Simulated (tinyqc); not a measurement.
Surface potential of a MOS transistor: implicit equation and explicit approximations: one step of the calculation.

p-type body, charge-sheet picture, depletion and inversion only, full ionisation (an idealisation for deep acceptors), Boltzmann statistics (rough once Na exp(x - xn) passes about Nc/7). In units of Vt: xg = (Vg - Vfb)/Vt, x = psi/Vt, G = gamma/sqrt(Vt), xn = (2 phiF + Vc)/Vt. The implicit equation is (xg - x)^2 = G^2 [x - 1 + exp(x - xn)] for x above about 3. Cox = eps0 eox/tox.

Problem. Scales. ni = sqrt(Nc Nv) exp(-Eg/(2 Vt)), Eg in volts; phiF = Vt ln(Na/ni); gamma = sqrt(2 q eps0 eps_r Na)/Cox; VT = Vfb + Vt (xn + G sqrt(xn - 1)).

Inputs (values chosen for the exercise); band and dielectric values close to those of silicon: temperature T = 250 K; band gap Eg = 1.14 eV; relative permittivity eps_r = 11.6; conduction-band density of states at T Nc = 2.11e19 cm^-3; valence-band density of states at T Nv = 2e19 cm^-3; relative permittivity of the gate insulator (close to silicon dioxide) eox = 3.9; insulator thickness tox = 19 nm; acceptor density Na = 7.6e17 cm^-3; flat-band voltage Vfb = -0.35 V; channel-body voltage Vc = 0 V; gate-body voltage Vg = 3.69 V.

Constants: q = 1.602176634e-19 C, kB = 1.380649e-23 J/K, Vt = kB T/q, eps0 = 8.8541878128e-14 F/cm where lengths are in cm. Results are converted to the units shown.

Give: phiF; gamma; G; xn; VT; xg.

Solution.

phiF = 0.4990 V
gamma = 2.752 V^0.5
G = 18.75
xn = 46.32
VT = 3.367 V
xg = 187.5

Range of the model: The electron quasi-Fermi level lies less than 2 Vt below the band edge at the surface, or above it, where degeneracy and confinement, left out, matter.

tinyqc, about 0.01 s, one thread, Intel Xeon 2.30GHz (shared host): `OMP_NUM_THREADS=1 python tinyqc.py 2122093 2122094 out.jsonl`
